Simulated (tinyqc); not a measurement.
Inside a calculation. Method: UHF in the 6-31g basis, for H2-, spin multiplicity 2. The basis has no diffuse functions, so it cannot describe the extra electron: this is an exercise in the method, not the real anion. One step of it, computed by the program tinyqc.

Problem. Iteration 1: building the Fock matrix. J_ij = sum D_kl (ij|kl) with D = D(alpha) + D(beta), K_ij = sum D_kl (ik|jl) for each spin; F = H + J - K(s); E = tr D H + tr D J / 2 - 0.5 sum_s tr D(s) K(s) + E_nn.

D(alpha) at the start:
```
           1H 1s      1H 2s      2H 1s      2H 2s
1H 1s   0.260739   0.367411  -0.035475  -0.149696
1H 2s   0.367411   0.556570  -0.149696  -0.346152
2H 1s  -0.035475  -0.149696   0.260739   0.367411
2H 2s  -0.149696  -0.346152   0.367411   0.556570
```

D(beta) at the start:
```
          1H 1s     1H 2s     2H 1s     2H 2s
1H 1s  0.112632  0.108857  0.112632  0.108857
1H 2s  0.108857  0.105209  0.108857  0.105209
2H 1s  0.112632  0.108857  0.112632  0.108857
2H 2s  0.108857  0.105209  0.108857  0.105209
```

core Hamiltonian H = T + V (hartree):
```
           1H 1s      1H 2s      2H 1s      2H 2s
1H 1s  -0.659339  -0.746699  -0.211236  -0.397401
1H 2s  -0.746699  -0.782412  -0.397401  -0.567684
2H 1s  -0.211236  -0.397401  -0.659339  -0.746699
2H 2s  -0.397401  -0.567684  -0.746699  -0.782412
```

Two-electron integrals (ij|kl) in chemists' order, unique and non-zero (hartree):
```
(11|11) 1.076566   (21|11) 0.578470   (21|21) 0.329423   (22|11) 0.587396
(22|21) 0.361304   (22|22) 0.453150   (31|11) 0.072132   (31|21) 0.043343
(31|22) 0.051515   (31|31) 0.009384   (32|11) 0.139286   (32|21) 0.089026
(32|22) 0.120147   (32|31) 0.021837   (32|32) 0.063810   (33|11) 0.400845
(33|21) 0.262065   (33|22) 0.374690   (33|31) 0.072132   (33|32) 0.244763
(33|33) 1.076566   (41|11) 0.244763   (41|21) 0.140880   (41|22) 0.157155
(41|31) 0.021837   (41|32) 0.046232   (41|33) 0.139286   (41|41) 0.063810
(42|11) 0.312174   (42|21) 0.195097   (42|22) 0.253720   (42|31) 0.035403
(42|32) 0.092338   (42|33) 0.312174   (42|41) 0.092338   (42|42) 0.166880
(43|11) 0.262065   (43|21) 0.170396   (43|22) 0.241340   (43|31) 0.043343
(43|32) 0.140880   (43|33) 0.578470   (43|41) 0.089026   (43|42) 0.195097
(43|43) 0.329423   (44|11) 0.374690   (44|21) 0.241340   (44|22) 0.338514
(44|31) 0.051515   (44|32) 0.157155   (44|33) 0.587396   (44|41) 0.120147
(44|42) 0.253720   (44|43) 0.361304   (44|44) 0.453150
```

nuclear repulsion = 0.40180502 hartree

Give: Coulomb J; exchange K(alpha); exchange K(beta); F(alpha); F(beta); total energy of this density.

Solution.

Coulomb J (hartree):
```
        1H 1s   1H 2s   2H 1s   2H 2s
1H 1s  1.8183  1.0826  0.1854  0.4958
1H 2s  1.0826  1.3202  0.4958  0.8506
2H 1s  0.1854  0.4958  1.8183  1.0826
2H 2s  0.4958  0.8506  1.0826  1.3202
```

exchange K(alpha) (hartree):
```
        1H 1s   1H 2s   2H 1s   2H 2s
1H 1s  0.7542  0.5586  0.0964  0.2466
1H 2s  0.5586  0.5046  0.2466  0.3322
2H 1s  0.0964  0.2466  0.7542  0.5586
2H 2s  0.2466  0.3322  0.5586  0.5046
```

exchange K(beta) (hartree):
```
        1H 1s   1H 2s   2H 1s   2H 2s
1H 1s  0.4030  0.3463  0.2055  0.2675
1H 2s  0.3463  0.3504  0.2675  0.3120
2H 1s  0.2055  0.2675  0.4030  0.3463
2H 2s  0.2675  0.3120  0.3463  0.3504
```

F(alpha) (hartree):
```
         1H 1s    1H 2s    2H 1s    2H 2s
1H 1s   0.4047  -0.2226  -0.1222  -0.1483
1H 2s  -0.2226   0.0332  -0.1483  -0.0493
2H 1s  -0.1222  -0.1483   0.4047  -0.2226
2H 2s  -0.1483  -0.0493  -0.2226   0.0332
```

F(beta) (hartree):
```
         1H 1s    1H 2s    2H 1s    2H 2s
1H 1s   0.7559  -0.0103  -0.2313  -0.1691
1H 2s  -0.0103   0.1874  -0.1691  -0.0292
2H 1s  -0.2313  -0.1691   0.7559  -0.0103
2H 2s  -0.1691  -0.0292  -0.0103   0.1874
```

total energy of this density = -0.857612 hartree
